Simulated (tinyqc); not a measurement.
Inside a calculation. Method: RHF in the 6-31g basis, for H2, spin multiplicity 1. One step of it, computed by the program tinyqc.

Question. Orthogonalisation. S = U s U^T; canonical form X = U s^(-1/2), so that X^T S X = 1. Each column of U has its largest component positive (the first on a tie).

overlap S, lower triangle:
```
          1H 1s     1H 2s     2H 1s     2H 2s
1H 1s  1.000000
1H 2s  0.658292  1.000000
2H 1s  0.303118  0.439799  1.000000
2H 2s  0.439799  0.780783  0.658292  1.000000
```

Give: eigenvalues of S; X.

Answer.

eigenvalues of S: 0.1344  0.4182  0.7817  2.6657

X:
```
             1        2        3       4
1H 1s  -0.6985   0.8514   0.7455  0.2718
1H 2s   1.7983  -0.6861   0.2896  0.3372
2H 1s   0.6985   0.8514  -0.7455  0.2718
2H 2s  -1.7983  -0.6861  -0.2896  0.3372
```
